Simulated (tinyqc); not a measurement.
What moves the results: donors with valley-orbit split 1s states. A value that a table varies takes the place of the one given here.

Each donor binds at most one electron, in any of its states. For a site s, W_s = sum over its states of g exp(E/kT), and the ionised share is 1/(1 + W_s exp(eta)), eta = (EF - Ec)/kT; n = Nc F_1/2(eta); neutrality n + NA = ND x (mean ionised share); holes are neglected. Nc from N = 2 (m kB T/(4 pi c))^(3/2) with c = hbar^2/2m0, in 1/angstrom^3; times 1e24 for 1/cm^3, m = md. F_j(eta) = (1/Gamma(j + 1)) integral_0^infinity x^j dx/(1 + exp(x - eta)), which tends to exp(eta) for eta << 0.

Mobility (Caughey-Thomas form): mu = mu0 + (mu1 (T/300)^(-ga) - mu0)/(1 + ((ND + NA)/Nr)^de); rho = 1/(e n mu), e = 1.602176634e-19 C.

Constants: hbar^2/2m0 = 3.80998211 eV angstrom^2; kB = 8.617333262e-05 eV/K.

Parameters, chosen for this exercise (near those of P in Si; shifted at random, so the results belong to these values and not to a real crystal):
```
symbol  value               unit        meaning
md      1.055               m0          density-of-states mass of the conduction band
E       (44.5, 32.9, 31.4)  meV         binding energies of 1s(A1), 1s(T2), 1s(E)
g       (2, 6, 4)                       their degeneracies with spin
ND      4e+17               1/cm^3      donors
NA      1.5e+16             1/cm^3      compensating acceptors, all ionised
T       250                 K
mu0     71                  cm^2/(V s)  mobility at heavy doping
mu1     1388                cm^2/(V s)  mobility at light doping and 300 K
Nr      9.9e+16             1/cm^3      reference doping
de      0.72                            doping exponent
ga      2.3                             temperature exponent
```

## What the excited states change

The last columns keep only the ground state of each site (g = 2).

Results:
```
T (K)  effective degeneracy     eta  n (1/cm^3)  n, ground states only  ratio
40                     2.30  -10.50    3.65e+13               4.19e+13  0.871
60                     2.95   -6.64    3.16e+15               4.37e+15  0.724
80                     3.71   -5.35    1.78e+16               2.58e+16  0.687
110                    4.77   -4.70    5.47e+16               8.38e+16  0.653
150                    5.90   -4.45    1.12e+17               1.73e+17  0.647
200                    6.93   -4.43    1.76e+17               2.58e+17  0.682
250                    7.68   -4.51    2.26e+17               3.08e+17  0.731
300                    8.24   -4.64    2.62e+17               3.36e+17  0.779
400                    9.02   -4.91    3.07e+17               3.61e+17  0.850
500                    9.54   -5.17    3.32e+17               3.71e+17  0.895
```

The effective degeneracy grows from 2.30 to 9.54. Excited states hold electrons back, so the ratio is never above 1; it is lowest, 0.647, at 150 K of those listed, and 0.779 at 300 K. At low T the excited states empty out, and at high T more donors are ionised (n is 86 % of ND - NA in the last row), so the effect is largest in between.

## Ionisation and resistivity against doping

NA = 0.

Results:
```
ND (1/cm^3)  n (1/cm^3)   n/ND  mu (cm^2/(V s))  rho (ohm cm)  rho at full ionisation
1.0e+14        1.00e+14  1.000             2097          29.8                    29.8
1.0e+15        9.97e+14  0.997             2039          3.07                    3.06
1.0e+16        9.72e+15  0.972             1783         0.360                   0.350
3.0e+16        2.77e+16  0.925             1504         0.150                   0.138
1.0e+17        8.08e+16  0.808             1087        0.0710                  0.0574
3.0e+17        1.92e+17  0.639              704        0.0462                  0.0295
1.0e+18        4.37e+17  0.437              396        0.0361                  0.0158
2.0e+18        6.70e+17  0.335              281        0.0331                  0.0111
```

From 1e16 to 1e18 1/cm^3 rho falls by a factor 9.97, not 100: the mobility takes a factor 4.51 and incomplete ionisation 2.23. n/ND is below 0.9 from 1e+17 1/cm^3 on. From a few times 1e18 1/cm^3 on, depending on the dopant, the levels merge with the band, and already below that screening lowers the binding energy, so the last rows understate n.

## Compensation sets the slope of the freeze-out

NA = K ND. The slope energy is -d ln(n T^(-p))/d(1/kT) between 30 and 36 K, with p = 3/4 for K = 0 and p = 3/2 otherwise.

Results:
```
K       n(30 K) (1/cm^3)  n(36 K) (1/cm^3)  slope energy (meV)
0               7.41e+13          3.48e+14               21.85
0.0010          1.33e+13          2.01e+14               37.90
0.010           1.36e+12          2.97e+13               43.60
0.050           2.61e+11          5.75e+12               43.71
0.20            5.50e+10          1.21e+12               43.72
0.50            1.37e+10          3.03e+11               43.72
```

Without acceptors the slope is 21.85 meV, against half the ground-state energy, 22.25; with K = 0.05 it is 43.71 meV, against the full 44.5. The full energy (less a few meV where excited levels lie within a few kT) shows where n is far below NA, since the acceptors then hold EF near the donor level: n(36 K)/NA is 0.5 for K = 0.001 and 0.00029 for K = 0.05; where it is not small, the slope falls short of the full energy.

## What moves the carrier density

All results formed anew. Each row changes one parameter from the base and keeps the others.

Results:
```
case                           eta  n (1/cm^3)  rho (ohm cm)
base                        -4.515   2.255e+17       0.04560
E = (49.5, 32.9, 31.4) meV  -4.535   2.211e+17       0.04651
md = 1.161 m0               -4.617   2.352e+17       0.04372
ND = 8e+17 1/cm^3           -4.022   3.685e+17       0.03869
NA = 5.5e+16 1/cm^3         -4.646   1.979e+17       0.05426
T = 280 K                   -4.588   2.487e+17       0.05232
Nr = 1.98e+17 1/cm^3        -4.515   2.255e+17       0.03353
```

The largest shifts from the base row, up to three for each result and ties (the steps differ in size, so this ranks the rows, not the parameters). eta: ND +0.493, NA -0.131, md -0.102; unchanged at the printed digits by Nr. n (1/cm^3): ND +1.43e+17, NA -2.76e+16, T +2.31e+16; unchanged at the printed digits by Nr. rho (ohm cm): Nr -0.0121, NA +0.00867, ND -0.00691.

Run: tinyqc, `OMP_NUM_THREADS=1 python tinyqc.py 1652430 1652431 out.jsonl`; Intel(R) Xeon(R) Processor @ 2.30GHz, one thread, shared host; about 0.01 s of CPU time with all checks.
